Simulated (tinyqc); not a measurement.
# Delta-doped HEMT, charge control: effect of the gate voltage

A two-dimensional electron gas of density ns under a barrier. EF and the subbands are counted from the conduction-band edge of the channel at the interface. Two subbands of a triangular well with an infinite wall, parabolic band, no carriers in the barrier.

Fully depleted barrier with eb = ebr: Vp = q ND (d - ds)/(eps0 eb); donors per area ND; Voff = phiB - dEc - Vp. F = q (eta ns + Nb)/(eps0 ec) in eV/nm; E_k = a_k (C F^2/me)^(1/3), a_0 = 2.338107, a_1 = 4.087949, C = hbar^2/(2 m0); D = me m0 q/(pi hbar^2); ns = D Vt [ln(1 + exp((EF - E_0)/Vt)) + ln(1 + exp((EF - E_1)/Vt))], which gives EF = E_0 + Vt ln{2 s/[(1 + u) + sqrt((1 + u)^2 + 4 u s)]} with s = exp(ns/(D Vt)) - 1, u = exp((E_0 - E_1)/Vt). Charge control: ns + Nb = eps0 eb (Vg - Voff - EF)/(q d). Gate capacitance C = q dns/dVg = eps0 eb/(d + dd), dd = (eps0 eb/q) dEF/dns.

Values chosen for this exercise; material values close to those of InAlAs on In0.53Ga0.47As:

| symbol | value | unit | meaning |
|---|---|---|---|
| T | 77 | K | temperature |
| d | 17 | nm | barrier thickness from gate to channel |
| ds | 6.7 | nm | undoped spacer next to the channel |
| me | 0.0405 | m0 | electron mass in the channel |
| ec | 14.2 |  | relative permittivity of the channel |
| ebr | 12.7 |  | relative permittivity of the barrier |
| phiB | 0.7 | eV | barrier height of the gate |
| dEc | 0.492 | eV | conduction-band offset |
| ND | 1.8e12 | cm^-2 | sheet density of the donor plane at ds from the channel |
| eta | 0.75 |  | share of ns that counts in the confining field |
| Nb | 0 | cm^-2 | depletion charge of the buffer |

Constants: q = 1.602176634e-19 C, kB = 1.380649e-23 J/K, hbar = 1.054571817e-34 J s, m0 = 9.1093837015e-31 kg, Vt = kB T/q, eps0 = 8.8541878128e-14 F/cm where lengths are in cm, hbar^2/(2 m0) = 0.0380998212 eV nm^2. Results are converted to the units shown.

The same in every row: Voff (V) = -0.05616.

Results:
```
Vg (V)	ns (cm^-2)	EF (eV)	EF - E_0 (eV)	second subband (%)	dd (nm)	C (uF/cm^2)	EF/dEc
-0.21	19.15	-0.1538	-0.1538	50.00	2.432e10	4.624e-10	-0.3127
-0.04	4.300e10	0.005745	-0.006919	21.18	28.41	0.2476	0.01168
0.04	2.057e11	0.04633	0.01037	4.336	13.29	0.3713	0.09416
0.13	4.258e11	0.08303	0.02464	1.451	10.70	0.4060	0.1688
0.21	6.322e11	0.1130	0.03702	0.8686	9.791	0.4197	0.2297
0.29	8.441e11	0.1417	0.04954	0.6937	9.243	0.4285	0.2880
0.38	1.087e12	0.1729	0.06381	0.6811	8.806	0.4357	0.3514
0.46	1.306e12	0.1999	0.07659	0.7752	8.498	0.4410	0.4062
0.54	1.527e12	0.2262	0.08940	0.9686	8.229	0.4457	0.4598
```

Estimate the missing row, Vg = -0.12 V.

Computed row:
```
Vg (V)	ns (cm^-2)	EF (eV)	EF - E_0 (eV)	second subband (%)	dd (nm)	C (uF/cm^2)	EF/dEc
-0.12	1.469e7	-0.06384	-0.06391	49.83	3.197e4	3.515e-4	-0.1298
```

With this row back in the table: As Vg goes from -0.21 to 0.54, ns rises from 19.2 to 1.53e12 cm^-2, EF rises from -0.154 to 0.226 eV and C rises from 4.62e-10 to 0.446 uF/cm^2. In the last row C is 67.4 % of eps0 eb/d. The line through the last two rows reaches ns = 0 at Vg = -0.0119 V, above Voff = -0.0562 V since part of the gate voltage goes into raising EF. At the lowest densities ns rises a decade in 15.3 mV (Vt ln 10 = 15.3 mV). The second subband holds over 20 % for Vg = -0.21, -0.12, -0.04, where the higher subbands left out would add electrons. EF exceeds 0.2 eV for Vg = 0.54, where non-parabolicity matters for so light a mass.

Numbers from tinyqc (`OMP_NUM_THREADS=1 python tinyqc.py 2180090 2180091 out.jsonl`; about 0.01 s on one thread of a shared Intel Xeon 2.30GHz).
